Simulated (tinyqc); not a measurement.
Cabrera-Mott growth of a thin oxide under its own electric field. Changing the time t. Computed by tinyqc, a small Python program. Command: `OMP_NUM_THREADS=1 python tinyqc.py 3012066 3012067 out.jsonl cabrera sweep`. One thread of a shared host (Intel(R) Xeon(R) Processor @ 2.30GHz), about 0.03 s of CPU time with the checks.

Electrons cross the film freely and set a fixed potential V across it; the field V/x lowers the barrier for ions entering the oxide.

Inputs (values chosen for the exercise, for a model metal):
```
quantity                     value        unit
barrier W                     1.81          eV
Mott potential V              0.91           V
ion charge number z              2           -
half jump distance b           2.2    angstrom
prefactor u0 = N Omega nu  1.6e+12  angstrom/s
temperature T                  350           K
starting thickness x0          5.5    angstrom
```

Backward hops: kept.

Constants: k_B = 8.617333262e-05 eV/K.

Method. u = u0 exp(-W/(k_B T)), X1 = z b V/(k_B T) with V in volts and k_B T in eV; dx/dt = 2 u sinh(X1/x). t(x) = int_(x0)^x dx / (dx/dt) by Gauss-Legendre quadrature (80 points on each side of (x0 + 2 x)/3), solved for x.

One run for each value:
```
time t (s)  thickness x (angstrom)  rate at time t (angstrom/s)  field at time t (MV/cm)
1.00e+03                     5.741                   1.5264e-04                   15.850
1.00e+04                     6.223                   2.5483e-05                   14.623
1.00e+05                     6.889                   3.2361e-06                   13.209
1.00e+06                     7.723                   4.0427e-07                   11.783
1.00e+07                     8.774                   5.1539e-08                   10.371
1.00e+08                    10.134                   6.7652e-09                    8.979
```

What does the table show?

Over the rows, thickness x (angstrom) rises from 5.74 to 10.1 (exponent d ln y / d ln x 0.035 between the first rows and 0.063 between the last); rate at time t (angstrom/s) falls from 1.53e-4 to 6.77e-9 (exponent d ln y / d ln x -0.78 between the first rows and -0.88 between the last); field at time t (MV/cm) falls from 15.9 to 8.98 (exponent d ln y / d ln x -0.035 between the first rows and -0.063 between the last).  Left out: 1.00, 10.0, 100 (no growth at this temperature).

Caution (all rows): the starting field or rate is formal: the first layers form as fast as oxygen arrives.
